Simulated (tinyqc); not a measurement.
Worked calculation: coupled-perturbed Hartree-Fock on RHF in the 6-311g basis, for H-, spin multiplicity 1. The basis has no diffuse functions, so it cannot describe the extra electron: this is an exercise in the method, not the real anion. The polarisability along this axis is zero because the basis has no function that the field can mix in; the real value is not. Computed by tinyqc, a small Python program that keeps every step (integrals from PySCF). Settings: charge = -1, multiplicity = 1, basis = 6-311g, method = RHF, energy threshold = 1e-10, iteration cap = 64, orthogonalisation = symmetric, start = atomic densities, DIIS depth = 6. Command: `OMP_NUM_THREADS=1 python tinyqc.py 28753 28754 out.jsonl` (the two numbers bound the seeds that draw the settings). One thread of a shared host (Intel(R) Xeon(R) Processor @ 2.60GHz), about 0.1 s of CPU time with the checks. The early iterations of the SCF are left out here.

## One-electron integrals

Geometry (angstrom):
```
atom        x        y        z
H     0.00000  0.00000  0.00000
```

Basis 6-311g: exponents (1/bohr^2) and contraction coefficients of normalised primitives:
```
element  l (shell)  exponent  coefficient
H            s (1)  33.86500      0.02549
H            s (1)   5.09479      0.19037
H            s (1)   1.15879      0.85216
H            s (2)   0.32584      1.00000
H            s (3)   0.10274      1.00000
```

Overlap, kinetic and nuclear-attraction integrals over the contracted functions; the nuclear repulsion is the sum of Za Zb / Rab.

nuclear repulsion = 0 hartree

overlap S, lower triangle:
```
         1H 1s    1H 2s    1H 3s
1H 1s  1.00000
1H 2s  0.70638  1.00000
1H 3s  0.37366  0.78896  1.00000
```

kinetic energy T (hartree), lower triangle:
```
         1H 1s    1H 2s    1H 3s
1H 1s  2.30435
1H 2s  0.54912  0.48876
1H 3s  0.10635  0.18488  0.15411
```

nuclear attraction V (hartree), lower triangle:
```
          1H 1s     1H 2s     1H 3s
1H 1s  -2.11110
1H 2s  -1.06073  -0.91090
1H 3s  -0.51499  -0.58281  -0.51150
```

core Hamiltonian H = T + V (hartree), lower triangle:
```
          1H 1s     1H 2s     1H 3s
1H 1s   0.19325
1H 2s  -0.51161  -0.42214
1H 3s  -0.40865  -0.39793  -0.35738
```

## Two-electron integrals

Functions are numbered as in S; the eight-fold symmetry (ij|kl) = (ji|kl) = (kl|ij) leaves the list below.

Two-electron integrals (ij|kl) in chemists' order, unique and non-zero (hartree):
```
(11|11) 1.39303   (21|11) 0.82297   (21|21) 0.50970   (22|11) 0.82290
(22|21) 0.54303   (22|22) 0.64411   (31|11) 0.41126   (31|21) 0.25776
(31|22) 0.27987   (31|31) 0.13079   (32|11) 0.54368   (32|21) 0.36577
(32|22) 0.45267   (32|31) 0.18980   (32|32) 0.32514   (33|11) 0.49402
(33|21) 0.34012   (33|22) 0.44599   (33|31) 0.17804   (33|32) 0.33178
(33|33) 0.36168
```

## Orthogonalisation

S = U s U^T; symmetric (Loewdin) form X = U s^(-1/2) U^T, so that X^T S X = 1.

eigenvalues of S: 0.10921  0.62935  2.26144

X, lower triangle:
```
          1H 1s     1H 2s    1H 3s
1H 1s   1.36602
1H 2s  -0.72847   2.04562
1H 3s   0.17957  -0.90558  1.53984
```

## Iteration 6 (converged): orbitals

converged F (hartree), lower triangle:
```
          1H 1s     1H 2s    1H 3s
1H 1s   1.15399
1H 2s  -0.02148   0.16989
1H 3s  -0.26196  -0.03827  0.06398
```

Diagonalise F' = X^T F X, C = X C', fill 1 alpha and 1 beta electrons from the bottom; D = 2 C_occ C_occ^T. Each column has its largest component positive (the first on a tie).

F' = X^T F X (hartree), lower triangle:
```
          1         2        3
1   2.16985
2  -1.16432   1.23595
3  -0.06811  -0.39242  0.29708
```

orbital energies (hartree): MO1 -0.00371, MO2 0.73902, MO3 2.96757

coefficients C:
```
           MO1       MO2       MO3
1H 1s  0.17498   0.08503  -1.54631
1H 2s  0.17469   1.48805   1.81398
1H 3s  0.76477  -1.43742  -0.75657
```

D after iteration 6, lower triangle:
```
         1H 1s    1H 2s    1H 3s
1H 1s  0.06123
1H 2s  0.06113  0.06103
1H 3s  0.26763  0.26719  1.16975
```

## Convergence

Stop when the energy changes by less than 1e-10 hartree and every element of the error matrix X^T (F D S - S D F) X is below 3e-06.

Course of the cycle:
```
iteration  E (hartree)     change  largest element of the error matrix
1           -0.3029654          -                             4.28e-01
2           -0.4649280  -1.62e-01                             3.81e-02
3           -0.4666577  -1.73e-03                             4.52e-03
4           -0.4666719  -1.41e-05                             1.28e-04
5           -0.4666719  -7.36e-09                             8.36e-08
6           -0.4666719  -5.77e-15                             4.00e-08
```

PySCF RHF in the same basis = -0.4666719 hartree

Converged in 6 iterations.

## Integrals over molecular orbitals

(pq|rs) = sum C_ip C_jq C_kr C_ls (ij|kl), one index at a time.

one-electron integrals over orbitals h = C^T H C (hartree), lower triangle:
```
          1        2        3
1  -0.46296
2  -0.13152  0.00097
3   0.03444  0.14830  1.87463
```

Two-electron integrals over orbitals (pq|rs), unique and non-zero (hartree):
```
(11|11) 0.45925    (21|11) 0.13152    (21|21) 0.10280    (22|11) 0.42042
(22|21) 0.12004    (22|22) 0.39645    (31|11) -0.03444   (31|21) -0.05014
(31|22) -0.05044   (31|31) 0.07796    (32|11) -0.09922   (32|21) -0.08488
(32|22) -0.10131   (32|31) 0.08216    (32|32) 0.10629    (33|11) 0.58545
(33|21) 0.25306    (33|22) 0.55475    (33|31) -0.17587   (33|32) -0.27174
(33|33) 1.02616
```

## Response to a field: uncoupled start

dipole integrals <a|z|i> (bohr):
```
         i1
a2  0.00000
a3  0.00000
```

Field along z; U_ai = -mu_ai / (e_a - e_i), alpha = -4 sum U_ai mu_ai.

uncoupled U:
```
         i1
a2  0.00000
a3  0.00000
```

uncoupled polarisability = 0.00000 bohr^3

## Coupled step 1

U_ai = -(mu_ai + sum_bj [4 (ai|bj) - (ab|ij) - (aj|bi)] U_bj) / (e_a - e_i); alpha = -4 sum U_ai mu_ai.

U after step 1:
```
         i1
a2  0.00000
a3  0.00000
```

polarisability = 0.00000 bohr^3

## Coupled polarisability

Repeat until U stops changing; compare with -d2E/dF2.

Course of the coupled iterations:
```
step  alpha (bohr^3)
0            0.00000
1            0.00000
```

coupled polarisability = 0.00000 bohr^3

finite-field check, fields of +/-0.001 au = 4.11e-09 bohr^3
